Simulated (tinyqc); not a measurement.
# Thermophotovoltaic cell, detailed-balance limit: effect of the cell temperature

Every photon above the gap Eg makes one pair and none below is absorbed; carriers thermalise at T and move without loss. Jsc = q F Phi(Eg, Ts); the dark current is J0 = q ge Phi(Eg, T)/ERE with the Boltzmann factor exp(V/Vt). Photons below the gap return to the emitter with reflectance Rf, and the efficiency is the electrical power over the radiant power not returned (luminescence back to the emitter is not credited).

Photon flux above E from a black body at temperature T into a hemisphere: Phi(E, T) = A sum_k exp(-k E/th)[E^2 th/k + 2 E th^2/k^2 + 2 th^3/k^3], k = 1, 2, ..., with th = kB T/q in eV and A = 2 pi q^3/(h^3 c^2). J(V) = Jsc - J0 (exp(V/Vt) - 1); Voc = Vt ln(1 + Jsc/J0); at maximum power v = Vmp/Vt solves (1 + v) exp(v) = 1 + Jsc/J0. Pin = F sigma Ts^4, sigma = 2 pi^5 kB^4/(15 h^3 c^2). Power above the gap: Pg = F A q sum_k exp(-k Eg/th)[Eg^3 a + 3 Eg^2 a^2 + 6 Eg a^3 + 6 a^4], a = th/k at Ts; power not returned Pab = Pin - Rf (Pin - Pg). FF = Vmp Jmp/(Voc Jsc).

Inputs (values chosen for the exercise): emitter temperature Ts = 1800 K; share of the hemisphere filled by the emitter F = 0.72; reflectance for photons below the gap Rf = 0.99; external radiative efficiency ERE = 0.01; number of faces that emit ge = 1; band gap Eg = 0.87 eV.

Constants: q = 1.602176634e-19 C, kB = 1.380649e-23 J/K, h = 6.62607015e-34 J s, c = 299792458 m/s, Vt = kB T/q. Results are converted to the units shown.

The same in every row: Jsc (mA/cm^2) = 6978.

Results:
```
T (K),Voc (V),Eg/q - Voc (V),FF,efficiency (%)
200,0.7316,0.1384,0.8903,57.72
240,0.6999,0.1701,0.8696,53.94
280,0.6677,0.2023,0.8483,50.20
320,0.6349,0.2351,0.8264,46.50
360,0.6016,0.2684,0.8037,42.85
440,0.5337,0.3363,0.7549,35.71
480,0.4992,0.3708,0.7285,32.23
```

Estimate the missing row, T = 400 K.

Computed row:
```
T (K),Voc (V),Eg/q - Voc (V),FF,efficiency (%)
400,0.5679,0.3021,0.7799,39.25
```

With this row back in the table: As T goes from 200 to 480 K, Jsc stays at 6980 mA/cm^2, Voc falls from 0.732 to 0.499 V and the efficiency falls from 57.7 to 32.2 %. Voc changes by -0.830 mV/K on average with Eg fixed, and the efficiency by -0.21 % of itself per kelvin.

tinyqc, about 0.01 s, one thread, Intel Xeon 2.30GHz (shared host): `OMP_NUM_THREADS=1 python tinyqc.py 2820003 2820004 out.jsonl`
